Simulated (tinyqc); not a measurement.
Worked calculation: plane-wave Kohn-Sham cycle with exchange-only LDA in a layered model solid. One step of it, computed by the program tinyqc.

Question. Iteration 1: potential. V_H(G) = 4 pi rho(G)/G^2 for G != 0 (uniform background); v_x = -(3 rho/pi)^(1/3); V = V_ext + V_H + v_x; Fourier components f(G_m) = (1/N) sum_j f(x_j) exp(-i G_m x_j).

A solid whose potential varies along x alone (atomic units):
```
parameter                      value
period a                    8.800000
cross-section of the cell  24.000000
electrons per cell                 2
grid points                       16
plane waves -n..n, n               3
k points                           2
V1 in V1 cos(2 pi x/a)     -0.320000
V2 in V2 cos(4 pi x/a)     -0.230000
```

density at the start, on the grid x_j = j a/N (e/bohr^3): [0.00946970, 0.00946970, 0.00946970, 0.00946970, 0.00946970, 0.00946970, 0.00946970, 0.00946970, 0.00946970, 0.00946970, 0.00946970, 0.00946970, 0.00946970, 0.00946970, 0.00946970, 0.00946970]

Give: Potentials on the grid; V(G_m), m = 0, 1, 2, ....

Answer.

Potentials on the grid (hartree):
```
x         V_ext     V_H      v_x        V
0.0000  -0.5500  0.0000  -0.2083  -0.7583
0.5500  -0.4583  0.0000  -0.2083  -0.6666
1.1000  -0.2263  0.0000  -0.2083  -0.4346
1.6500   0.0402  0.0000  -0.2083  -0.1682
2.2000   0.2300  0.0000  -0.2083   0.0217
2.7500   0.2851  0.0000  -0.2083   0.0768
3.3000   0.2263  0.0000  -0.2083   0.0179
3.8500   0.1330  0.0000  -0.2083  -0.0753
4.4000   0.0900  0.0000  -0.2083  -0.1183
4.9500   0.1330  0.0000  -0.2083  -0.0753
5.5000   0.2263  0.0000  -0.2083   0.0179
6.0500   0.2851  0.0000  -0.2083   0.0768
6.6000   0.2300  0.0000  -0.2083   0.0217
7.1500   0.0402  0.0000  -0.2083  -0.1682
7.7000  -0.2263  0.0000  -0.2083  -0.4346
8.2500  -0.4583  0.0000  -0.2083  -0.6666
```

V(G_m), m = 0, 1, 2, ... (hartree): [-0.2083, -0.1600, -0.1150, 0.0000, 0.0000, 0.0000, 0.0000]
